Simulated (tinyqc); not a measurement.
Worked calculation: geometry optimisation on the RHF/sto-6g surface (energies and gradients from PySCF), for BeH2, spin multiplicity 1. One step of it, computed by the program tinyqc.

Task: Step 2: move. Quasi-Newton step p = -H^(-1) g (the inverse Hessian comes from BFGS updates; coordinates in the order x, y, z of each atom); steps longer than 0.5 bohr are cut back.

positions after step 1 (bohr):
```
             x          y          z
1Be  -0.072436  -0.007157   0.035038
2H    0.002135   2.454015  -0.046145
3H   -0.005289  -2.469534   0.099924
```

gradient (hartree/bohr):
```
               x            y            z
1Be  -0.00341335   0.00013095   0.00038953
2H    0.00171801   0.00842245  -0.00044641
3H    0.00169534  -0.00855341   0.00005688
```

inverse Hessian in use (bohr^2/hartree):
```
           1          2          3          4          5          6          7          8
1   1.878614   0.006908  -0.024631  -0.106938  -0.560086   0.028844  -0.105009   0.553179
2   0.006908   1.648083  -0.000248  -0.003159   0.028154  -0.000466  -0.003749  -0.009570
3  -0.024631  -0.000248   1.669513   0.012418   0.063720  -0.003310   0.012213  -0.063472
4  -0.106938  -0.003159   0.012418   1.720617   0.281787  -0.014529   0.052988  -0.278628
5  -0.560086   0.028154   0.063720   0.281787   3.032235  -0.072752   0.278300  -1.393722
6   0.028844  -0.000466  -0.003310  -0.014529  -0.072752   1.670487  -0.014315   0.073218
7  -0.105009  -0.003749   0.012213   0.052988   0.278300  -0.014315   1.718687  -0.274551
8   0.553179  -0.009570  -0.063472  -0.278628  -1.393722   0.073218  -0.274551   3.069959
9  -0.004213   0.000714   0.000464   0.002111   0.009032  -0.000510   0.002102  -0.009746

           9
1  -0.004213
2   0.000714
3   0.000464
4   0.002111
5   0.009032
6  -0.000510
7   0.002102
8  -0.009746
9   1.666712
```

Give: positions after step 2.

Result:

positions after step 2 (bohr):
```
           x        y        z
1Be  -0.0562  -0.0077   0.0332
2H   -0.0060   2.4136  -0.0440
3H   -0.0134  -2.4286   0.0996
```
